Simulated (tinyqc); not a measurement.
Perpendicular magnetic tunnel junction: magnetoresistance, thermal stability and spin-torque switching: one step of the calculation.

A circular free layer treated as one macrospin with its easy axis out of plane. mu0 = 1.25663706212e-6 H/m, gyromagnetic ratio q/m0 (g = 2). Magnetic parameters are taken as given at T.

Question. Retention of the array. A bit flips thermally at the rate exp(-Delta)/t0; the chance that any of N bits flips in ten years (3.15576e8 s) is 1 - exp[-N (time/t0) exp(-Delta)]. The Delta needed for a chance of 1e-4 follows by inversion.

Parameters, values chosen for the exercise: attempt time t0 = 1 ns; bits N = 1.34e8.

Delta = 36.175487

Give: mean life of one bit; expected flips in ten years; Delta needed.

Answer.

mean life of one bit = 0.16282 years
expected flips in ten years = 8.2299e9
Delta needed = 68.217

Delta falls short of the need by 32.0.

Program tinyqc, `OMP_NUM_THREADS=1 python tinyqc.py 2450034 2450035 out.jsonl`; Intel Xeon 2.30GHz, shared host, one thread, about 0.01 s.
